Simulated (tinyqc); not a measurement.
p-n heterojunction, non-linear Poisson equation by Newton steps, Boltzmann statistics: one step of the calculation.

One dimension, material 1 (p-type) at x < 0 and material 2 (n-type) at x > 0. Band edges: Ec = -psi in material 1 and -psi + dEc in material 2, Ev = Ec - Eg. Flat quasi-Fermi levels: 0 for holes, +V for electrons. n = Nc F((EFn - Ec)/Vt), p = Nv F((Ev - EFp)/Vt), with F(eta) = exp(eta) (Boltzmann statistics); full ionisation, no interface charge, classical densities; the doping types are chosen for the exercise.

Problem. Band edges, densities and displacement. Ec, Ev, n and p as defined; D = a_k (psi_(k+1) - psi_k) on the interval that holds the interface.

Values chosen for this exercise; band and dielectric values close to those of InGaP and GaAs:

| symbol | value | unit | meaning |
|---|---|---|---|
| T | 250 | K | temperature |
| Eg1 | 1.89 | eV | band gap of material 1 |
| Nc1 | 6.81e17 | cm^-3 | conduction-band density of states of material 1 |
| Nv1 | 1.14e19 | cm^-3 | valence-band density of states of material 1 |
| Eg2 | 1.39 | eV | band gap of material 2 |
| Nc2 | 3.32e17 | cm^-3 | conduction-band density of states of material 2 |
| Nv2 | 6.86e18 | cm^-3 | valence-band density of states of material 2 |
| dEc | -0.14 | eV | conduction-band offset Ec2 - Ec1 |
| N1 | 2e16 | cm^-3 | acceptor density of material 1 |
| N2 | 6.4e16 | cm^-3 | donor density of material 2 |
| V | 0.27 | V | bias of side 1 against side 2 |

Constants: q = 1.602176634e-19 C, kB = 1.380649e-23 J/K, Vt = kB T/q. Results are converted to the units shown.

```
node  x (nm)  converged psi (V)  material
0       -566         -1.7532938         1
1       -354         -1.7525926         1
2       -213         -1.7272607         1
3       -119         -1.4687038         1
4        -56         -1.1411239         1
5        -14         -0.8539446         1
6         14         -0.6446286         2
7         50         -0.4936827         2
8       96.2         -0.4499278         2
9        156         -0.4457088         2
10       232         -0.4454658         2
```

coupling a_i, interval 0 to 9 (F/cm^2): 4.8447443e-8  7.2842964e-8  1.0926445e-7  1.6302949e-7  2.4454423e-7  3.8909265e-7  3.2219406e-7  2.5106030e-7  1.9396298e-7  1.5261824e-7

Find: Ec; Ev; n; p; D.

Solution.

```
node  Ec (eV)  Ev (eV)   n (cm^-3)  p (cm^-3)
0      1.7533  -0.1367  8.5361e-13  2.0000e16
1      1.7526  -0.1374  8.8185e-13  1.9359e16
2      1.7273  -0.1627  2.8580e-12  5.9734e15
3      1.4687  -0.4213   4.6595e-7  3.6639e10
4      1.1411  -0.7489      1.8710     9124.9
5      0.8539  -1.0361    1.1517e6   0.014823
6      0.5046  -0.8854   6.1835e12     9.7280
7      0.3537  -1.0363   6.8260e15  0.0088123
8      0.3099  -1.0801   5.2027e16  0.0011562
9      0.3057  -1.0843   6.3282e16  9.5055e-4
10     0.3055  -1.0845   6.4000e16  9.3989e-4
```

D = 81.443 nC/cm^2

Numbers from tinyqc (`OMP_NUM_THREADS=1 python tinyqc.py 2040080 2040081 out.jsonl`; about 0.02 s on one thread of a shared Intel Xeon 2.30GHz).
